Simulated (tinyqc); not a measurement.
Implanted layer, carriers, mobility and sheet resistance with incomplete ionisation: two steps of the calculation.

An n-type layer from the surface x = 0 to the junction xj, N(x) = N0 exp(-(x - Rp)^2/(2 sg^2)). Local neutrality (no depletion at surface or junction, no spilling of carriers), intrinsic carriers neglected, Boltzmann statistics.

Parameters, values chosen for the exercise; values close to those of phosphorus in silicon over a p-type background: temperature T = 350 K; background doping of the opposite type Nb = 1.3e15 cm^-3; peak chemical concentration N0 = 7.5e17 cm^-3; mobility limit at high doping m1 = 66.4 cm^2/(V s); mobility limit at low doping, at 300 K m2 = 1410 cm^2/(V s); reference doping of the mobility law Nr = 9.35e16 cm^-3; exponent of the mobility law am = 0.737; temperature exponent of m2 bt = 1.9; solubility limit of active dopant Ns = 4.01e20 cm^-3; conduction-band density of states at T NB = 3.67e19 cm^-3; ionisation energy in the dilute limit Ei = 0.0438 eV; degeneracy factor of the level gd = 2; lowering of Ei per N^(1/3) ks = 5.3e-9 eV cm; straggle after annealing sg = 41 nm; projected range Rp = 60 nm.

Constants: q = 1.602176634e-19 C, kB = 1.380649e-23 J/K, Vt = kB T/q. Results are converted to the units shown.

Task 1. Junction depth and local values. xj = Rp + sg sqrt(2 ln(N0/Nb)); 12 equal steps from 0 to xj. Active dopant A = min(N, Ns); n solves n (n + Nb)/(A - Nb - n) = K, K = (NB/gd) exp(-E/Vt), E = max(Ei - ks A^(1/3), 0), so n = 2 K (A - Nb)/[Nb + K + sqrt((Nb + K)^2 + 4 K (A - Nb))]; mobility mu = m1 + (m2 (T/300 K)^(-bt) - m1)/(1 + ((A + Nb)/Nr)^am).

Wanted: xj; x; N; A; n; mu.

Result 1.

xj = 206.20 nm

| point | x (nm) | N (cm^-3) | A (cm^-3) | n (1e17 cm^-3) | mu (cm^2/(V s)) |
|---|---|---|---|---|---|
| 0 | 0.00 | 2.5705e17 | 2.5705e17 | 2.4336 | 382.81 |
| 1 | 17.18 | 4.3476e17 | 4.3476e17 | 4.0063 | 306.17 |
| 2 | 34.37 | 6.1686e17 | 6.1686e17 | 5.5390 | 262.62 |
| 3 | 51.55 | 7.3424e17 | 7.3424e17 | 6.4906 | 243.25 |
| 4 | 68.73 | 7.3318e17 | 7.3318e17 | 6.4821 | 243.41 |
| 5 | 85.92 | 6.1418e17 | 6.1418e17 | 5.5170 | 263.12 |
| 6 | 103.10 | 4.3162e17 | 4.3162e17 | 3.9793 | 307.14 |
| 7 | 120.28 | 2.5446e17 | 2.5446e17 | 2.4099 | 384.41 |
| 8 | 137.47 | 1.2585e17 | 1.2585e17 | 1.2137 | 503.62 |
| 9 | 154.65 | 5.2215e16 | 5.2215e16 | 0.5035 | 659.13 |
| 10 | 171.83 | 1.8175e16 | 1.8175e16 | 0.1681 | 816.10 |
| 11 | 189.02 | 5.3070e15 | 5.3070e15 | 0.0400 | 929.56 |
| 12 | 206.20 | 1.3000e15 | 1.3000e15 | 0.0000 | 986.38 |

At the point of highest doping 88.6 % of the net active dopant gives free carriers. The mobility runs from 243 to 986 cm^2/(V s).

Task 2. Sheet quantities by the trapezoid rule. Dose = integral of N, carrier sheet density = integral of n, 1/Rs = q integral of n mu, mean mobility 1/(q Rs sheet density), Hall mobility (unit Hall factor) = integral of n mu^2 over integral of n mu, Hall sheet density = (integral of n mu)^2/integral of n mu^2; all from 0 to xj.

| point | x (nm) | N (cm^-3) | n (1e17 cm^-3) | mu (cm^2/(V s)) |
|---|---|---|---|---|
| 0 | 0.00000 | 2.5705293e17 | 2.4335560 | 382.80662 |
| 1 | 17.18338 | 4.3475555e17 | 4.0063494 | 306.16881 |
| 2 | 34.36677 | 6.1685574e17 | 5.5390020 | 262.61921 |
| 3 | 51.55015 | 7.3423994e17 | 6.4906191 | 243.25481 |
| 4 | 68.73354 | 7.3317610e17 | 6.4821118 | 243.40966 |
| 5 | 85.91692 | 6.1417835e17 | 5.5169822 | 263.12244 |
| 6 | 103.10030 | 4.3161509e17 | 3.9792575 | 307.13668 |
| 7 | 120.28369 | 2.5445714e17 | 2.4099403 | 384.40761 |
| 8 | 137.46707 | 1.2584865e17 | 1.2137404 | 503.62031 |
| 9 | 154.65046 | 5.2215375e16 | 0.5034839 | 659.13184 |
| 10 | 171.83384 | 1.8174570e16 | 0.1680691 | 816.10442 |
| 11 | 189.01722 | 5.3069598e15 | 0.0400217 | 929.56429 |
| 12 | 206.20061 | 1.3e15 | 0.0000000 | 986.37751 |

Give: dose; carrier sheet density; Rs; mean mobility; Hall mobility; Hall sheet density.

Result 2.

dose = 7.131e12 cm^-2
carrier sheet density = 6.455e12 cm^-2
Rs = 3296 ohm/square
mean mobility = 293.4 cm^2/(V s)
Hall mobility = 316.7 cm^2/(V s)
Hall sheet density = 5.980e12 cm^-2

Carriers make up 90.5 % of the dose. A Hall measurement weights the mobile tail, so its sheet density is 7.4 % below the true one.

tinyqc, about 0.01 s, one thread, Intel Xeon 2.30GHz (shared host): `OMP_NUM_THREADS=1 python tinyqc.py 2110058 2110059 out.jsonl`
